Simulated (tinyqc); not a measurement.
Fully depleted semiconductor-on-insulator film with two gates, non-linear Poisson equation by Newton steps: one step of the calculation.

One dimension across the film, front interface at x = 0, back interface at x = ts. psi is counted from the intrinsic level, n = ni exp(psi/Vt) (source grounded), holes neglected, acceptors ionised. Gates act through Cox = eps0 eox/tox and Cbox = 3.9 eps0/tb with potentials G1 = Vg - (phiM - chi - Vt ln(Nc/ni)) and G2 = Vb - (phiB - chi - Vt ln(Nc/ni)). Classical Boltzmann densities, no interface charge, no depletion in the back plane.

Question. Newton step. Solve a d_(i-1) + b_i d_i + a d_(i+1) = -F_i for all nodes. Each component d is damped to sign(d) Vt ln(1 + |d|/Vt) before it is added.

Parameters, values chosen for the exercise: temperature T = 250 K.

Constants: q = 1.602176634e-19 C, kB = 1.380649e-23 J/K, Vt = kB T/q. Results are converted to the units shown.

a = 8.2174822 uF/cm^2

```
node  diagonal b (F/cm^2)  residual F (C/cm^2)  psi at the start (V)
0           -8.9931097e-6         5.4732782e-7                   0.2
1           -1.6434966e-5       -2.0400140e-11                   0.2
2           -1.6434966e-5       -2.0400140e-11                   0.2
3           -1.6434966e-5       -2.0400140e-11                   0.2
4           -1.6434966e-5       -2.0400140e-11                   0.2
5           -1.6434966e-5       -2.0400140e-11                   0.2
6           -1.6434966e-5       -2.0400140e-11                   0.2
7           -8.2760105e-6        -8.4573932e-9                   0.2
```

Give: Newton step d, before damping; psi after iteration 1.

Answer.

```
node  Newton step d, before damping (V)  psi after iteration 1 (V)
0                                 0.648                      0.274
1                                 0.643                      0.274
2                                 0.638                      0.274
3                                 0.632                      0.274
4                                 0.627                      0.273
5                                 0.622                      0.273
6                                 0.616                      0.273
7                                 0.611                      0.273
```

Numbers from tinyqc (`OMP_NUM_THREADS=1 python tinyqc.py 2190145 2190146 out.jsonl`; about 0.6 s on one thread of a shared Intel Xeon 2.30GHz).
